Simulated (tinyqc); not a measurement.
Bound state in one dimension: Numerov shooting, finite differences, DVR, step by step. Computed by tinyqc, a small Python program that keeps every step. Settings: points = 64. Command: `OMP_NUM_THREADS=1 python tinyqc.py 26056 26057 out.jsonl` (the two numbers bound the seeds that draw the settings). One thread of a shared host (Intel(R) Xeon(R) Processor @ 2.60GHz), about 0.01 s of CPU time with the checks.

## Numerov steps at E = 0.1

One particle of mass 1 in V = 9.32 (1 - exp(-0.71 x))^2 (atomic units), psi = 0 at both ends:
```
parameter                 value
left end              -1.600000
right end                     7
intervals                    64
h                      0.134375
state sought (nodes)          2
```

k_i = 2 m (E - V_i); (1 + h^2 k_(i+1)/12) y_(i+1) = 2 (1 - 5 h^2 k_i/12) y_i - (1 + h^2 k_(i-1)/12) y_(i-1), from y_0 = 0, y_1 = 0.001.

Points along the way:
```
i           x          V           k          y
0   -1.600000  41.662324  -83.124648   0.000000
1   -1.465625  31.242366  -62.284731   0.001000
2   -1.331250  23.069421  -45.938842   0.003155
3   -1.196875  16.713396  -33.226792   0.007985
4   -1.062500  11.822528  -23.445055   0.017647
5   -0.928125   8.109447  -16.018893   0.034772
21   1.221875   3.135387   -6.070775   1.894153
22   1.356250   3.562184   -6.924368   2.540280
23   1.490625   3.973765   -7.747531   3.509298
24   1.625000   4.367413   -8.534825   4.977821
25   1.759375   4.741367   -9.282734   7.227485
26   1.893750   5.094619   -9.989238  10.711613
```

## Bisection on the node count

With more sign changes than the state has nodes (the last point included) the energy is too high, else too low; the bracket starts as 0.1 to 10.

Trials:
```
trial           E  sign changes  y at the right end   next
1      5.05000000             2            1.37e+04  raise
2      7.52500000             3           -3.26e+00  lower
3      6.28750000             3           -1.59e+02  lower
4      5.66875000             2            1.67e+03  raise
5      5.97812500             2            2.06e+02  raise
6      6.13281250             3           -5.56e+01  lower
7      6.05546875             2            4.97e+01  raise
8      6.09414062             3           -8.53e+00  lower
9      6.07480469             2            1.91e+01  raise
10     6.08447266             2            4.92e+00  raise
11     6.08930664             3           -1.90e+00  lower
12     6.08688965             2            1.49e+00  raise
13     6.08809814             3           -2.08e-01  lower
14     6.08749390             2            6.40e-01  raise
...           ...           ...                 ...    ...
28     6.08794985             2            2.65e-05  raise
29     6.08794987             2            6.22e-07  raise
30     6.08794988             3           -1.23e-05  lower
```

eigenvalue = 6.08794988 hartree

## The same grid by other methods

Three-point finite differences and the sine-DVR kinetic matrix of Colbert and Miller on the same points.

Lowest levels (hartree):
```
state  finite differences       DVR
0                1.464939  1.469684
1                4.013883  4.031008
2                6.058032  6.088277
3                7.605655  7.641431
4                8.663620  8.694164
```
